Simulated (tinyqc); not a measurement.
# Thermionic-field emission through a Schottky barrier, WKB: effect of temperature

Metal on an n-type semiconductor with one parabolic valley; V > 0 is forward bias (metal positive). Energies E are counted from the conduction edge of the neutral semiconductor, whose Fermi level lies at -xi; that of the metal lies at -xi - V. The barrier is a parabola of height Vd = phi - xi - V (depletion approximation, no image force).

Nc = 2 (2 pi me m0 kB T/h^2)^1.5 (times 1e-6 for cm^-3); Nd = Nc F12(-xi/Vt), F12(x) = (2/sqrt(pi)) int_0^infinity sqrt(u)/(1 + exp(u - x)) du; E00 = (hbar/2) sqrt(Nd/(me m0 eps0 eps_r)) in SI units (volts). For E < Vd, ln T(E) = -(Vd/E00) [sqrt(1 - y) - y ln((1 + sqrt(1 - y))/sqrt(y))], y = E/Vd; T(E) = 1 above. J = A* T (q/kB) int_0^infinity T(E) N(E) dE, N = ln[(1 + exp((-xi - E)/Vt))/(1 + exp((-xi - V - E)/Vt))], A* = 4 pi q me m0 kB^2/h^3 (times 1e-4 for A/(cm^2 K^2)). The integral is converged to the digits shown; the share over the barrier is that of E > Vd, and 0 means below 1e-6 %. phi is held fixed. By a common rule of thumb, E00/Vt below 0.5 marks thermionic emission, 0.5 to 5 thermionic-field emission and above 5 field emission.

Inputs (values chosen for the exercise); band and dielectric values close to those of indium phosphide: electron mass me = 0.079 m0; relative permittivity eps_r = 12.7; barrier height seen from the metal phi = 0.67 eV; donor density Nd = 6.1e17 cm^-3; bias V = 0.12 V.

Constants: q = 1.602176634e-19 C, kB = 1.380649e-23 J/K, eps0 = 8.8541878128e-12 F/m, hbar = 1.054571817e-34 J s, h = 6.62607015e-34 J s, m0 = 9.1093837015e-31 kg, Vt = kB T/q. Results are converted to the units shown.

Effect of temperature:
```
T (K)  E00/Vt  J (A/cm^2)  share over the barrier (%)  mean E/Vd
60      2.800   2.040e-10                           0    0.06633
100     1.680    2.291e-9                           0     0.1605
150     1.120    2.440e-7                     2.90e-5     0.3632
200    0.8400    2.642e-5                      0.0199     0.5369
250    0.6720    0.001273                       0.380     0.6557
300    0.5600     0.02721                        1.79     0.7345
400    0.4200       2.127                        8.14     0.8272
500    0.3360       38.22                        16.7     0.8813
```

J rises from 2.04e-10 to 38.2 A/cm^2, and the mean E/Vd rises from 0.0663 to 0.881, as E00/Vt falls from 2.80 (thermionic-field emission) to 0.336 (thermionic emission). Between the first two rows J changes by a factor of 11.2, between the last two by 18.0.

Range of the model: The depletion approximation, a parabolic band and the neglect of image-force lowering make these currents estimates at high doping.

Computed by the program tinyqc: `OMP_NUM_THREADS=1 python tinyqc.py 2640148 2640149 out.jsonl`, one thread of a shared Intel Xeon 2.30GHz, about 0.06 s for the whole run.
